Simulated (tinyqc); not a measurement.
From results back to parameters: mean-field antiferromagnet of the Hubbard model on the square lattice.

Problem. In the insulating state f(E-) = 1 and f(E+) = 0, so the gap equation is 1 = (U/2) mean 1/sqrt(e-^2 + Delta^2). Delta is given and U is hidden.

e(k) = -2 t (cx + cy) - 4 t2 cx cy, ci = cos ki; one electron a site; Q = (pi, pi). <n_up - n_dn> = m cos(Q.R) gives Delta = U m/2 and bands E = e+ -/+ sqrt(e-^2 + Delta^2), e+- = (e(k) +- e(k + Q))/2 (the constant U/2 is dropped). Means run over the mesh k_i = 2 pi (j + 1/2)/N of the whole zone: mu from mean(f(E-) + f(E+)) = 1; m(out) = mean of Delta (f(E-) - f(E+))/sqrt(e-^2 + Delta^2); free energy per site F = -kT mean[ln(1 + exp(-(E- - mu)/kT)) + ln(1 + exp(-(E+ - mu)/kT))] + mu + U m^2/4. Order at T > 0 in two dimensions is an artefact of mean field.

Classes of points:
```
|e-| (eV),e+ (eV),points
0.0000,0.0000,16
0.8118,0.0000,16
1.1481,0.0000,8
1.9598,0.0000,16
2.7716,0.0000,8
```

Delta = 1.44300 eV

Find: mean 1/sqrt(e-^2 + Delta^2); U; m.

Solution. Form the weighted mean over the classes; U = 2/mean and m = 2 Delta/U.

mean 1/sqrt(e-^2 + Delta^2) = 0.535 1/eV
U = 3.74 eV
m = 0.772

tinyqc: `OMP_NUM_THREADS=1 python tinyqc.py 1651514 1651515 out.jsonl`; about 0.2 s, one thread, shared Intel(R) Xeon(R) Processor @ 2.30GHz.
